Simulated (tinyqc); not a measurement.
Choosing the offset: vacuum evaporation: vapour pressure, source flux, thickness distribution, purity and step coverage. Computed by tinyqc, a small Python program. Command: `OMP_NUM_THREADS=1 python tinyqc.py 3111273 3111274 out.jsonl evap walk`. One thread of a shared host (Intel(R) Xeon(R) Processor @ 2.30GHz), about 0.01 s of CPU time with the checks.

Molecular flow, unit sticking of the metal, no re-evaporation. The background gas is taken as water vapour (18.015 g/mol, collision diameter 0.37 nm) at 300 K.

Inputs (values chosen for the exercise, modelled on silver, with constants for the liquid): directionality n = 3; source-to-wafer distance h = 47 cm; wafer radius R = 15 cm.

Method. Rotating wafer, source offset by s and facing upwards: thickness at radius r is the mean over the angle a of (1 + (r^2 + s^2 - 2 r s cos a)/h^2)^(-(n + 3)/2), by 360 equal steps; non-uniformity (max - min)/(max + min) over 21 radii from 0 to R. The curvature at the centre vanishes at s/h = sqrt(2/(n + 3)).

Against the offset:
```
s/h  centre thickness  edge over centre  non-uniformity (%)
0.0            1.0000            0.7475              14.448
0.2            0.8890            0.7846              12.072
0.4            0.6407            0.8801               6.378
0.5            0.5120            0.9379               3.206
0.6            0.3975            0.9948               0.370
0.7            0.3023            1.0465               2.270
0.8            0.2267            1.0898               4.295
0.9            0.1686            1.1235               5.817
1.1            0.0926            1.1640               7.578
```

What follows from these numbers?

The best row, s/h = 0.6, has 0.37 % against 14 % on the axis, at the price of a rate lower by a factor 2.52; the small-wafer optimum is sqrt(2/(n + 3)) = 0.58.

Extremes, crossings and ranges named in words are read from the listed rows.
